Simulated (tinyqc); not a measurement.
## Scale length and length offset from two DIBL values

Inverse problem. DIBL = exp(-Le/(2 l)) + 2 exp(-Le/l) with Le = L - dL. Find l, dL and the drawn length for a DIBL of 100 mV/V.

DIBL at drawn lengths 96 and 150 nm (mV/V): [92.000725, 18.342836]

Solution. With e = exp(-Le/(2 l)), 2 e^2 + e = DIBL gives e and so Le/l at each length; Le/l is a straight line in L with slope 1/l.

l = 18.00 nm
dL = 4.800 nm
length for 100 mV/V = 93.37 nm

Computed by the program tinyqc: `OMP_NUM_THREADS=1 python tinyqc.py 2002037 2002038 out.jsonl`, one thread of a shared Intel Xeon 2.30GHz, about 0.01 s for the whole run.
